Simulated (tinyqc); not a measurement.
Gated graphene, quantum capacitance: one step of the calculation.

phi is the Fermi level above the Dirac point, in volts; Vg is counted from the gate voltage of charge neutrality. Ideal linear bands, no charge puddles.

Task. Charge and capacitances at the solution. N0 = (2/pi)(kB T/(hbar vF))^2; n = N0 F1(phi/Vt), p = N0 F1(-phi/Vt), F1(e) = int_0^infinity u du/(1 + exp(u - e)) = -Li2(-exp(e)); Cq = q d(n - p)/dphi = (q N0/Vt) ln[2 (1 + cosh(phi/Vt))]. 1/C_G = 1/Cox + 1/(Cq + q Dit); dphi/dVg = Cox/(Cox + Cq + q Dit).

Inputs (values chosen for the exercise); values close to those of graphene:
```
symbol,value,unit,meaning
T,77,K,temperature
vF,1.12e6,m/s,Fermi velocity
Dit,0,cm^-2 eV^-1,density of traps
```

Constants: q = 1.602176634e-19 C, kB = 1.380649e-23 J/K, hbar = 1.054571817e-34 J s, Vt = kB T/q. Results are converted to the units shown.

converged phi = -0.24182246 V
Cox = 0.44074179 uF/cm^2

Find: n - p; Cq; C_G; dphi/dVg.

Result.

n - p = -3.434e12 cm^-2
Cq = 4.539 uF/cm^2
C_G = 0.4017 uF/cm^2
dphi/dVg = 0.08851

Cq is 10.3 times Cox, so C_G is 91.1 % of Cox; 16.2 % of the gate voltage has gone into phi.

Computed by the program tinyqc: `OMP_NUM_THREADS=1 python tinyqc.py 2200043 2200044 out.jsonl`, one thread of a shared Intel Xeon 2.30GHz, about 0.01 s for the whole run.
